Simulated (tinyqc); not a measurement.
From cohesive energy E_c back to hopping xi: Gupta-type many-body potential for a metal. Computed by tinyqc, a small Python program. Command: `OMP_NUM_THREADS=1 python tinyqc.py 3013132 3013133 out.jsonl gupta inv`. One thread of a shared host (Intel(R) Xeon(R) Processor @ 2.30GHz), about 0.03 s of CPU time with the checks.

E_i = sum_j A exp(-p (r_ij/r0 - 1)) - xi rho_i^gamma, with rho_i = sum_j exp(-2 q (r_ij/r0 - 1)); gamma = 1/2 is the tight-binding second-moment form. The crystal is fcc unless stated; d is the neighbour distance and a fixed number of shells is kept.

Inputs (values chosen for the exercise, for a model metal):
```
quantity,value,unit
repulsion A,0.308,eV
decay p,10.6,-
decay q,4.06,-
reference distance r0,2.775,angstrom
shells kept,3,-
embedding exponent gamma,0.6,-
```

Constants: 1 eV/angstrom^3 = 160.2176634 GPa.

Method. fcc shells: d sqrt(k), k = 1..5, with 12, 6, 24, 12, 24 atoms; Omega = d^3/sqrt2. Equilibrium: dE/dd = 0; B = d^2 E''(d)/(9 Omega).

Task: A run gave the result below. Find the hopping xi, known to lie between 1.3 and 3.2 eV.

cohesive energy E_c = 4.015852 eV

Result:

Each step takes the trial c = (a f_b - b f_a)/(f_b - f_a), f being the result less the target and a, b, c the logarithms of the listed values; c replaces end b, the old b replaces a if the sign of f changed, and otherwise f_a is halved.

Scan of the range:
```
hopping xi (eV),cohesive energy E_c (eV)
1.30,2.3901
1.51,3.1582
1.76,4.2006
2.04,5.5305
2.37,7.3143
2.75,9.6533
3.20,12.8112
```

False position (Illinois rule, in the logarithm of the input) inside the bracket:
```
step,end a,end b,trial,cohesive energy E_c (eV)
1,1.51000,1.76000,1.71285,3.99348
2,1.76000,1.71285,1.71788,4.01535
3,1.76000,1.71788,1.71811,4.01633
4,1.71788,1.71811,1.71800,4.01585
5,1.71811,1.71800,1.71800,4.01585
```

Cohesive energy E_c rises at every point of a 13-point scan of the range (every second point is shown), so one value fits; it is bracketed by 1.51 and 1.76. Answer: hopping xi = 1.718 eV.
